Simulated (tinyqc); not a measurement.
IGBT as a p-i-n diode in series with a MOS channel, on-state and switching loss: one step of the calculation.

High injection (n = p) in a drift layer from x = -W/2 (anode) to +W/2 (cathode side), recombination only in the layer with lifetime tau, ideal emitters. The channel feeds the cathode side and carries the whole current. Auger recombination, carrier-carrier scattering, emitter losses and the carrier dip under the p body are left out.

Problem. Stored charge, losses and the unipolar alternative. Stored charge tau J, turn-off energy Eoff = ks tau J Vdc, loss at half duty 0.5 J Von + f Eoff. A unipolar device on the same layer has Vu = J (W/(q mn Nd) + Rch).

Parameters, values chosen for the exercise; material values close to those of silicon:
- mn = 997 cm^2/(V s) (electron mobility)
- W = 350 um (width of the drift layer)
- Nd = 1.8e13 cm^-3 (doping of the drift layer)
- tau = 13 us (high-injection lifetime)
- J = 50 A/cm^2 (current density)
- Rch = 2.1 mohm cm^2 (channel and accumulation resistance)
- Vdc = 1800 V (link voltage)
- ks = 0.09 (turn-off energy per stored charge and link voltage)
- f = 1 kHz (switching frequency)

Constants: q = 1.602176634e-19 C. Results are converted to the units shown.

Von = 0.99858932 V

Wanted: stored charge; Eoff; conduction loss; switching loss; Vu.

Solution.

stored charge = 650.00 uC/cm^2
Eoff = 105.30 mJ/cm^2
conduction loss = 24.965 W/cm^2
switching loss = 105.30 W/cm^2
Vu = 608.74 V

Both losses would be equal at f = 0.237 kHz.

Program tinyqc, `OMP_NUM_THREADS=1 python tinyqc.py 2590047 2590048 out.jsonl`; Intel Xeon 2.30GHz, shared host, one thread, about 0.01 s.
